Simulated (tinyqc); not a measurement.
Inside a calculation: optical transitions of a finite quantum well. Values are carried at full precision from step to step, so a last printed digit may differ when a step is redone from the rounded ones.

Each carrier sees a square well of width L with its own depth V and masses m (inside), mb (outside); c = hbar^2/2m0, k = sqrt(m E/c), kappa = sqrt(mb (V - E)/c), and level n solves k L + 2 atan[(k/m)/(kappa/mb)] = n pi. The envelope is cos(kz) for odd n and sin(kz) for even n inside, joins exp(-kappa (|z| - L/2)) outside, and is normalised to 1. Excitons and band mixing are left out.

Constants: hbar^2/2m0 = 3.80998211 eV angstrom^2; hc = 1239.841984 eV nm; fine-structure constant alpha = 0.007297352564.

Inputs chosen for the exercise (near those of a GaAs well in AlGaAs; not measured data):
```
symbol  value   unit         meaning
L       82      angstrom     well width
Eg      1.532   eV           gap of the well
Vc      0.324   eV           conduction offset
Vv      0.167   eV           valence offset
me      0.0665  m0           electron, well
meb     0.1002  m0           electron, barrier
mh      0.363   m0           heavy hole along z, well
mhb     0.416   m0           heavy hole, barrier
ml      0.0925  m0           light hole along z, well
mlb     0.1153  m0           light hole, barrier
Ns      0.81    x 1e12/cm^2  electrons in e1
n_r     3.33                 refractive index
G       20      meV          half width of the line
```

## Confinement energies

Up to three levels for each carrier.

Levels:
```
level  E (eV)  k (1/angstrom)  kappa (1/angstrom)
e1     0.0430         0.02739             0.08597
e2     0.1697         0.05442             0.06371
hh1    0.0105         0.03170             0.13070
hh2    0.0418         0.06311             0.11692
hh3    0.0921         0.09369             0.09041
lh1    0.0294         0.02670             0.06454
lh2    0.1116         0.05205             0.04096
```

## Interband transitions

From e1 and e2 to each hole level: E = Eg + E_e + E_h, wavelength hc/E, squared overlap of the envelopes, and the strength |<S|p|v>|^2 in units of P^2 at the subband edge: overlap^2 times 1/2 (hh) or 1/6 (lh) for light polarised in the plane (TE), times 0 (hh) or 2/3 (lh) along z (TM).

Transitions:
```
pair    E (eV)  wavelength (nm)  overlap^2      TE      TM
e1-hh1  1.5855            782.0     0.9845  0.4922  0.0000
e1-lh1  1.6044            772.8     0.9973  0.1662  0.6649
e1-hh2  1.6168            766.8     0.0000  0.0000  0.0000
e1-hh3  1.6671            743.7     0.0102  0.0051  0.0000
e1-lh2  1.6866            735.1     0.0000  0.0000  0.0000
e2-hh1  1.7122            724.1     0.0000  0.0000  0.0000
e2-lh1  1.7310            716.2     0.0000  0.0000  0.0000
e2-hh2  1.7435            711.1     0.9397  0.4698  0.0000
e2-hh3  1.7938            691.2     0.0000  0.0000  0.0000
e2-lh2  1.8133            683.8     0.9757  0.1626  0.6505
```

The edge is e1-hh1 at 782 nm. Pairs of opposite parity vanish exactly; e1-hh3 is allowed by parity and reaches 0.0102, only because the two envelopes leak differently into the barriers.

## Intersubband transitions from e1

z_1j = <1|z|j>; 1/m1 = <1|1/m|1>; f_1j = (m1/c)(E_j - E_1) z_1j^2, which sums to 1 over all bound and continuum states.

Transitions:
```
pair  E (meV)  wavelength (micrometre)  |z| (angstrom)       f
1-2     126.7                     9.79           20.91  0.9790
```

m1 = 0.0674 m0
sum of f over bound states = 0.9790

The continuum carries the remaining 0.0210. With hard walls z_12 = 16 L/(9 pi^2) = 14.77 angstrom and f_12 = 256/(27 pi^2) = 0.9607.

## Absorption of one well

For light polarised along z (a real waveguide or Brewster geometry adds an angle factor), with all electrons in e1 and none in e2, the peak fractional absorption is 4 pi alpha Ns c f_12/(n_r m1 G) and the area under the Lorentzian line is pi G times that, c = hbar^2/2m0; 1e12/cm^2 = 1e-4/angstrom^2. EF - E1 = 2 pi c Ns/m1 at zero temperature.

peak absorption = 0.618 %
area = 38.80 % meV
EF - E1 = 28.8 meV

EF lies below e2, as assumed.

## Checks

- Sum of f over all levels of a difference grid (60 cells across the well) against 1: 0.999 against 1.000.
- The strength f_12 on that grid against the matched envelopes: 0.978 against 0.979.

tinyqc: `OMP_NUM_THREADS=1 python tinyqc.py 1252147 1252148 out.jsonl`; about 0.3 s, one thread, shared Intel(R) Xeon(R) Processor @ 2.30GHz.
